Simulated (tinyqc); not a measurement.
A barrier in a uniform field, exact transmission by Airy functions: two steps of the calculation.

The left lead has its band edge at 0, the barrier edge falls as U(x) = U0 - F x with F = V/d for 0 < x < d, and the right lead has its edge at -V. No transverse momentum; C = hbar^2/(2 m0); psi and psi'/m are continuous. M carries (psi, psi'/m) across the barrier.

Inputs (values chosen for the exercise); U0 - E and the mass are of the order of those of zirconium oxide on silicon: mass in the left lead mL = 0.41 m0; barrier edge at x = 0 U0 = 2.35 eV; mass in the barrier m1 = 0.25 m0; electron energy E = 0.97 eV; barrier width d = 2.5 nm; voltage across the barrier V = 2.9 V; mass in the right lead mR = 0.41 m0.

Constants: q = 1.602176634e-19 C, hbar = 1.054571817e-34 J s, m0 = 9.1093837015e-31 kg, hbar^2/(2 m0) = 0.0380998212 eV nm^2. Results are converted to the units shown.

Question 1. Scaled variables. Energy scale e = (C F^2/m1)^(1/3), z(x) = (U(x) - E)/e, s = (dz/dx)/m1 = -F/(e m1); v = k/m in a lead. vL = sqrt(mL E/C)/mL, vR = sqrt(mR (E + V)/C)/mR.

Wanted: F; e; z1; z2; s; vL; vR.

Answer 1.

F = 1.1600 V/nm
e = 0.58970 eV
z1 = 2.3402
z2 = -2.5776
s = -7.8684 1/nm
vL = 7.8801 1/nm
vR = 15.740 1/nm

z2 < 0: the electron leaves the forbidden region inside the barrier.

Question 2. Transmission, exact and WKB. With M acting on (psi, psi'/m) and v = k/m in each lead, T(E) = 4 vL vR/[(vL vR M12 - M21)^2 + (vR M11 + vL M22)^2]. WKB: exp(-S), S = (4/(3 F)) sqrt(m1/C) [max(U0 - E, 0)^1.5 - max(U0 - F d - E, 0)^1.5].

M (M12 in nm, M21 in 1/nm):

|  | 1 | 2 |
|---|---|---|
| 1 | -3.7410998 | -0.33475692 |
| 2 | -115.36123 | -10.589926 |

vL = 7.8801135 1/nm
vR = 15.739904 1/nm

Give: T(E); S; exp(-S); ratio T(E)/exp(-S).

Answer 2.

T(E) = 0.01930
S = 4.773
exp(-S) = 0.008453
ratio T(E)/exp(-S) = 2.283

Range of the model: Masses are held fixed, although real bands cease to be parabolic a few tenths of an eV from their edges.

Numbers from tinyqc (`OMP_NUM_THREADS=1 python tinyqc.py 2580021 2580022 out.jsonl`; about 0.01 s on one thread of a shared Intel Xeon 2.30GHz).
